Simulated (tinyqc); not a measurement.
# MOS inversion layer, Poisson-Schroedinger loop: mixing schemes compared

Electrons confined at an insulator interface at z = 0, treated as a hard wall; parabolic valleys, Hartree approximation, no image or exchange terms. The depletion charge lies far deeper than the electrons and gives a uniform field q Nd/(eps0 eps_r); the gate balances all charge. Energies are counted from the band edge at the interface.

V0 = q Nd z/(eps0 eps_r) in eV.

Tridiagonal Hamiltonian with psi = 0 one step beyond both ends: H_ii = C (1/m_(i-1/2) + 1/m_(i+1/2))/hz^2 + V0_i + U_i (+ dE for the set B), H_(i,i+1) = -C/(m_(i+1/2) hz^2), C = hbar^2/(2 m0). The lowest 2 level(s) of each valley set are kept, normalised to hz sum |psi|^2 = 1. The mass is the same on all intervals.

Level k holds N_k = D_k Vt ln(1 + exp((EF - E_k)/Vt)) with D = 2 md1 m0 q/(pi hbar^2) for the set A, D = 4 md2 m0 q/(pi hbar^2) for the set B per eV (spin included); EF is fixed by sum N_k = Ns.

n_i = sum_k N_k |psi_k|^2 (converted to cm^-3). Hartree part by Gauss: on the interval before node i the electrons still beyond are S_i = Ns - hz sum_(j<i) n_j, and U_i = U_(i-1) + q S_i hz/(eps0 eps_r) in eV, U_0 = 0 at the interface. Mixing: U(new) = U + a (U(out) - U).

Rounds from U = 0 until the largest |U(out) - U| is below 1e-7 eV (the round that meets it is counted). Anderson mixing of depth m keeps the last m inputs V and residuals F = V(out) - V(in), fits c by least squares to F = dF c over their successive differences dF, dV, and sets V(new) = V + a F - (dV + a dF) c.

Inputs (values chosen for the exercise); masses and permittivity close to those of silicon (100):
```
symbol,value,unit,meaning
T,300,K,temperature
eps_r,11.9,,relative permittivity
mz1,0.929,m0,mass along z of valley set A (2 valley(s))
md1,0.19,m0,in-plane density-of-states mass of set A
mz2,0.193,m0,mass along z of valley set B (4 valley(s))
md2,0.425,m0,in-plane density-of-states mass of set B
Ns,6.7e11,cm^-2,sheet density of electrons
Nd,4.2e11,cm^-2,sheet density of depletion charge
dE,0,eV,extra shift of set B (strain)
hz,1.4,nm,mesh step
```

Constants: q = 1.602176634e-19 C, kB = 1.380649e-23 J/K, hbar = 1.054571817e-34 J s, m0 = 9.1093837015e-31 kg, Vt = kB T/q, eps0 = 8.8541878128e-14 F/cm where lengths are in cm, hbar^2/(2 m0) = 0.0380998212 eV nm^2. Results are converted to the units shown.

z, node 1 to 15 (nm): 1.4  2.8  4.2  5.6  7  8.4  9.8  11.2  12.6  14  15.4  16.8  18.2  19.6  21

Rounds needed:
```
a	depth m	rounds
1	plain	12
0.8	plain	9
0.6	plain	15
0.4	plain	25
0.2	plain	56
0.1	plain	116
0.5	2	11
0.5	4	7
0.5	8	8
```

What does the table show?

Among the plain runs a = 0.8 is fastest, with 9 rounds; larger factors overshoot and smaller ones creep. Anderson mixing needs 7 to 11 rounds.

tinyqc, about 1 s, one thread, Intel Xeon 2.30GHz (shared host): `OMP_NUM_THREADS=1 python tinyqc.py 2160144 2160145 out.jsonl`
